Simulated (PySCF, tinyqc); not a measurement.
Inside a calculation. Method: G0W0 on RHF in the sto-3g basis, for H4, spin multiplicity 1. The lowest restricted solution is unstable here: a spin-polarised one lies 0.0525 hartree lower (PySCF). Computed by tinyqc, a small Python program that keeps every step (integrals from PySCF). Settings: charge = 0, multiplicity = 1, basis = sto-3g, method = RHF, energy threshold = 1e-10, iteration cap = 52, orthogonalisation = symmetric, start = Wolfsberg-Helmholz matrix, DIIS depth = 6. Command: `OMP_NUM_THREADS=1 python tinyqc.py 27740 27741 out.jsonl` (the two numbers bound the seeds that draw the settings). One thread of a shared host (Intel(R) Xeon(R) Processor @ 2.60GHz), about 0.03 s of CPU time with the checks. The early iterations of the SCF are left out here.

## One-electron integrals

Geometry (angstrom):
```
atom       x       y       z
H     0.0000  0.0000  0.0000
H     0.0000  0.0000  1.2820
H     0.0000  1.6700  0.0000
H     0.0000  1.6700  1.2820
```

Basis sto-3g: exponents (1/bohr^2) and contraction coefficients of normalised primitives:
```
element  l (shell)  exponent  coefficient
H            s (1)    3.4253       0.1543
H            s (1)    0.6239       0.5353
H            s (1)    0.1689       0.4446
```

Overlap, kinetic and nuclear-attraction integrals over the contracted functions; the nuclear repulsion is the sum of Za Zb / Rab.

nuclear repulsion = 1.961996 hartree

overlap S, order 1H 1s, 2H 1s, 3H 1s, 4H 1s:
$$\begin{pmatrix}
1.0000 & 0.3474 & 0.2001 & 0.1000 \\
0.3474 & 1.0000 & 0.1000 & 0.2001 \\
0.2001 & 0.1000 & 1.0000 & 0.3474 \\
0.1000 & 0.2001 & 0.3474 & 1.0000
\end{pmatrix}$$

kinetic energy T (hartree), order 1H 1s, 2H 1s, 3H 1s, 4H 1s:
$$\begin{pmatrix}
0.7600 & 0.0368 & -0.0013 & -0.0110 \\
0.0368 & 0.7600 & -0.0110 & -0.0013 \\
-0.0013 & -0.0110 & 0.7600 & 0.0368 \\
-0.0110 & -0.0013 & 0.0368 & 0.7600
\end{pmatrix}$$

nuclear attraction V (hartree), order 1H 1s, 2H 1s, 3H 1s, 4H 1s:
$$\begin{pmatrix}
-2.2028 & -0.6939 & -0.3812 & -0.1951 \\
-0.6939 & -2.2028 & -0.1951 & -0.3812 \\
-0.3812 & -0.1951 & -2.2028 & -0.6939 \\
-0.1951 & -0.3812 & -0.6939 & -2.2028
\end{pmatrix}$$

core Hamiltonian H = T + V (hartree), order 1H 1s, 2H 1s, 3H 1s, 4H 1s:
$$\begin{pmatrix}
-1.4428 & -0.6571 & -0.3825 & -0.2062 \\
-0.6571 & -1.4428 & -0.2062 & -0.3825 \\
-0.3825 & -0.2062 & -1.4428 & -0.6571 \\
-0.2062 & -0.3825 & -0.6571 & -1.4428
\end{pmatrix}$$

## Two-electron integrals

Functions are numbered as in S; the eight-fold symmetry (ij|kl) = (ji|kl) = (kl|ij) leaves the list below.

Two-electron integrals (ij|kl) in chemists' order, unique and non-zero (hartree):
```
(11|11) 0.7746   (21|11) 0.1985   (21|21) 0.0720   (22|11) 0.3961
(22|21) 0.1985   (22|22) 0.7746   (31|11) 0.1023   (31|21) 0.0297
(31|22) 0.0668   (31|31) 0.0219   (32|11) 0.0419   (32|21) 0.0159
(32|22) 0.0456   (32|31) 0.0094   (32|32) 0.0051   (33|11) 0.3134
(33|21) 0.1009   (33|22) 0.2508   (33|31) 0.1023   (33|32) 0.0456
(33|33) 0.7746   (41|11) 0.0456   (41|21) 0.0159   (41|22) 0.0419
(41|31) 0.0094   (41|32) 0.0050   (41|33) 0.0419   (41|41) 0.0051
(42|11) 0.0668   (42|21) 0.0297   (42|22) 0.1023   (42|31) 0.0144
(42|32) 0.0094   (42|33) 0.0668   (42|41) 0.0094   (42|42) 0.0219
(43|11) 0.1009   (43|21) 0.0365   (43|22) 0.1009   (43|31) 0.0297
(43|32) 0.0159   (43|33) 0.1985   (43|41) 0.0159   (43|42) 0.0297
(43|43) 0.0720   (44|11) 0.2508   (44|21) 0.1009   (44|22) 0.3134
(44|31) 0.0668   (44|32) 0.0419   (44|33) 0.3961   (44|41) 0.0456
(44|42) 0.1023   (44|43) 0.1985   (44|44) 0.7746
```

## Orthogonalisation

S = U s U^T; symmetric (Loewdin) form X = U s^(-1/2) U^T, so that X^T S X = 1.

eigenvalues of S: [0.5525, 0.7527, 1.0472, 1.6475]

X, order 1H 1s, 2H 1s, 3H 1s, 4H 1s:
$$\begin{pmatrix}
1.0635 & -0.1854 & -0.0977 & -0.0014 \\
-0.1854 & 1.0635 & -0.0014 & -0.0977 \\
-0.0977 & -0.0014 & 1.0635 & -0.1854 \\
-0.0014 & -0.0977 & -0.1854 & 1.0635
\end{pmatrix}$$

## Starting guess

The start is the generalised Wolfsberg-Helmholz matrix (K = 1.75) built on H; D = 2 C_occ C_occ^T.

D at the start, order 1H 1s, 2H 1s, 3H 1s, 4H 1s:
$$\begin{pmatrix}
0.7810 & 0.7810 & -0.1740 & -0.1740 \\
0.7810 & 0.7810 & -0.1740 & -0.1740 \\
-0.1740 & -0.1740 & 0.7810 & 0.7810 \\
-0.1740 & -0.1740 & 0.7810 & 0.7810
\end{pmatrix}$$

## Iteration 2 (converged): orbitals

converged F (hartree), order 1H 1s, 2H 1s, 3H 1s, 4H 1s:
$$\begin{pmatrix}
-0.1794 & -0.3776 & -0.1409 & -0.1075 \\
-0.3776 & -0.1794 & -0.1075 & -0.1409 \\
-0.1409 & -0.1075 & -0.1794 & -0.3776 \\
-0.1075 & -0.1409 & -0.3776 & -0.1794
\end{pmatrix}$$

Diagonalise F' = X^T F X, C = X C', fill 2 alpha and 2 beta electrons from the bottom; D = 2 C_occ C_occ^T. Each column has its largest component positive (the first on a tie).

F' = X^T F X (hartree):
$$\begin{pmatrix}
-0.0364 & -0.3554 & -0.0986 & 0.0015 \\
-0.3554 & -0.0364 & 0.0015 & -0.0986 \\
-0.0986 & 0.0015 & -0.0364 & -0.3554 \\
0.0015 & -0.0986 & -0.3554 & -0.0364
\end{pmatrix}$$

orbital energies (hartree): MO1 -0.4889, MO2 -0.2947, MO3 0.2190, MO4 0.4190

coefficients C, order 1H 1s, 2H 1s, 3H 1s, 4H 1s:
$$\begin{pmatrix}
0.3895 & 0.4886 & 0.5763 & 0.6726 \\
0.3895 & 0.4886 & -0.5763 & -0.6726 \\
0.3895 & -0.4886 & 0.5763 & -0.6726 \\
0.3895 & -0.4886 & -0.5763 & 0.6726
\end{pmatrix}$$

D after iteration 2, order 1H 1s, 2H 1s, 3H 1s, 4H 1s:
$$\begin{pmatrix}
0.7810 & 0.7810 & -0.1740 & -0.1740 \\
0.7810 & 0.7810 & -0.1740 & -0.1740 \\
-0.1740 & -0.1740 & 0.7810 & 0.7810 \\
-0.1740 & -0.1740 & 0.7810 & 0.7810
\end{pmatrix}$$

## Convergence

Stop when the energy changes by less than 1e-10 hartree and every element of the error matrix X^T (F D S - S D F) X is below 3e-06.

Course of the cycle:
```
iteration  E (hartree)    change  largest element of the error matrix
1            -1.896692         -                             8.69e-16
2            -1.896692  1.33e-15                             8.87e-16
```

PySCF RHF in the same basis = -1.896692 hartree

Converged in 2 iterations.

## Populations, bond orders and dipole

Mulliken: Z minus the diagonal of D S on the atom; Loewdin: the same with S^(1/2) D S^(1/2); Mayer order: 2 sum_s sum (D(s) S)_ij (D(s) S)_ji over the two atoms.

Charges (e):
```
atom  Mulliken  Loewdin
1H           0        0
2H           0        0
3H           0        0
4H           0        0
```

Mayer bond orders:
```
pair   order
2-1   1.0000
3-1        0
3-2        0
4-1        0
4-2        0
4-3   1.0000
```

dipole moment about the origin, x y z (debye): [0.0000, 0.0000, 0.0000]

## Integrals over molecular orbitals

(pq|rs) = sum C_ip C_jq C_kr C_ls (ij|kl), one index at a time.

one-electron integrals over orbitals h = C^T H C (hartree):
$$\begin{pmatrix}
-1.6319 & 0.0000 & 0.0000 & 0.0000 \\
0.0000 & -1.4432 & 0.0000 & 0.0000 \\
0.0000 & 0.0000 & -1.2779 & 0.0000 \\
0.0000 & 0.0000 & 0.0000 & -1.1028
\end{pmatrix}$$

Two-electron integrals over orbitals (pq|rs), unique and non-zero (hartree):
```
(11|11) 0.4337   (21|21) 0.1548   (22|11) 0.4320   (22|22) 0.4392
(31|31) 0.1206   (32|32) 0.0955   (33|11) 0.4273   (33|22) 0.4292
(33|33) 0.4356   (41|32) 0.0932   (41|41) 0.0909   (42|31) 0.1257
(42|42) 0.1356   (43|21) 0.1580   (43|43) 0.1725   (44|11) 0.4331
(44|22) 0.4411   (44|33) 0.4429   (44|44) 0.4555
```

## Screening: direct RPA

With D = e_a - e_i and K = (ia|jb): diagonalise D^(1/2) (D + 4K) D^(1/2) = Z w^2 Z^T; X + Y = D^(1/2) Z w^(-1/2), each column of Z with its largest component positive (the first on a tie); E_c = (sum w - tr (D + 2K)) / 2.

D^(1/2) (D + 4K) D^(1/2) (hartree^2), order 1>3, 1>4, 2>3, 2>4:
$$\begin{pmatrix}
0.8427 & 0.0000 & 0.0000 & 0.3575 \\
0.0000 & 1.1545 & 0.2545 & 0.0000 \\
0.0000 & 0.2545 & 0.4602 & 0.0000 \\
0.3575 & 0.0000 & 0.0000 & 0.8966
\end{pmatrix}$$

excitation energies w (hartree): [0.6139, 0.7150, 1.1082, 1.1126]

X + Y, order 1>3, 1>4, 2>3, 2>4:
$$\begin{pmatrix}
0.0000 & 0.7295 & 0.5435 & 0.0000 \\
-0.3783 & 0.0000 & 0.0000 & 0.8585 \\
0.8694 & 0.0000 & 0.0000 & 0.2114 \\
0.0000 & -0.6795 & 0.5884 & 0.0000
\end{pmatrix}$$

RPA correlation energy = -0.089506 hartree

## G0W0 on Hartree-Fock: HOMO

W(p,q,m) = sqrt2 sum_ia (pq|ia) (X+Y)_ia,m; Sigma_c(x) = sum_(i,m) W^2/(x - e_i + w_m) + sum_(a,m) W^2/(x - e_a - w_m); solve x = e_p + Sigma_c(x) by Newton steps; Z = 1/(1 - dSigma/dx); 1 hartree = 27.211386 eV.

The 12 largest terms at x = e_p (hartree; W for the signs of X + Y given):
```
q  m        W       term
4  3   0.2095    -0.0241
3  4   0.1417    -0.0123
3  1   0.0676    -0.0041
4  2  -0.0006  -2.39e-07
```

Newton steps (hartree):
```
step        x  Sigma_c(x)       Z
0     -0.2947     -0.0405  0.9762
1     -0.3342     -0.0395  0.9773
2     -0.3342     -0.0395  0.9773
```

quasiparticle energy of the HOMO = -9.0954 eV

Hartree-Fock value = -8.0194 eV

## G0W0 on Hartree-Fock: LUMO

As before.

The 12 largest terms at x = e_p (hartree; W for the signs of X + Y given):
```
q  m       W      term
1  3  0.1974    0.0214
2  4  0.1417    0.0123
2  1  0.0676    0.0041
1  2  0.0037  9.38e-06
```

Newton steps (hartree):
```
step       x  Sigma_c(x)       Z
0     0.2190      0.0379  0.9775
1     0.2560      0.0370  0.9785
2     0.2560      0.0370  0.9785
```

quasiparticle energy of the LUMO = 6.9665 eV

Hartree-Fock value = 5.9591 eV
